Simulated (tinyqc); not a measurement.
Worked calculation: CIS and TDHF on RHF in the sto-3g basis, frozen core, for BeH+, spin multiplicity 1. One step of it, computed by the program tinyqc.

Problem. TDHF (RPA) singlet states. B(ia,jb) = 2 (ia|jb) - (ib|ja); the squared energies are the eigenvalues of (A - B)(A + B); 1 hartree = 27.211386 eV.

CIS matrix A, singlet (hartree), order 2>3, 2>4, 2>5, 2>6:
$$\begin{pmatrix}
0.240206 & 0.000000 & 0.000000 & -0.029178 \\
0.000000 & 0.332032 & 0.000000 & 0.000000 \\
0.000000 & 0.000000 & 0.332032 & 0.000000 \\
-0.029178 & 0.000000 & 0.000000 & 0.964944
\end{pmatrix}$$

Two-electron integrals over orbitals (pq|rs), unique and non-zero (hartree); the lowest 1 orbital is frozen and left out:
```
(22|22) 0.567568    (32|22) -0.063878   (32|32) 0.026084    (33|22) 0.323449
(33|32) 0.021903    (33|33) 0.479168    (42|42) 0.043026    (43|42) 0.029656
(43|43) 0.053244    (44|22) 0.382616    (44|32) 0.011926    (44|33) 0.402169
(44|44) 0.449859    (52|52) 0.043026    (53|52) 0.029656    (53|53) 0.053244
(54|54) 0.024249    (55|22) 0.382616    (55|32) 0.011926    (55|33) 0.402169
(55|44) 0.401360    (55|55) 0.449859    (62|22) 0.087276    (62|32) -0.043418
(62|33) -0.023592   (62|44) -0.038684   (62|55) -0.038684   (62|62) 0.120779
(63|22) -0.057659   (63|32) 0.021456    (63|33) 0.058603    (63|44) 0.010861
(63|55) 0.010861    (63|62) -0.041220   (63|63) 0.044205    (64|42) -0.030855
(64|43) -0.017237   (64|64) 0.028163    (65|52) -0.030855   (65|53) -0.017237
(65|65) 0.028163    (66|22) 0.550104    (66|32) -0.059122   (66|33) 0.356231
(66|44) 0.384961    (66|55) 0.384961    (66|62) 0.112619    (66|63) -0.051293
(66|66) 0.578898
```

Give: TDHF matrix B, singlet; squared energies w^2; TDHF energies from the positive w^2.

Solution.

TDHF matrix B, singlet (hartree), order 2>3, 2>4, 2>5, 2>6:
$$\begin{pmatrix}
0.0261 & 0.0000 & 0.0000 & -0.0434 \\
0.0000 & 0.0430 & 0.0000 & 0.0000 \\
0.0000 & 0.0000 & 0.0430 & 0.0000 \\
-0.0434 & 0.0000 & 0.0000 & 0.1208
\end{pmatrix}$$

squared energies w^2 (hartree^2): [0.0560, 0.1084, 0.1084, 0.9155]

TDHF energies from the positive w^2 (eV): [6.4382, 8.9589, 8.9589, 26.0363]
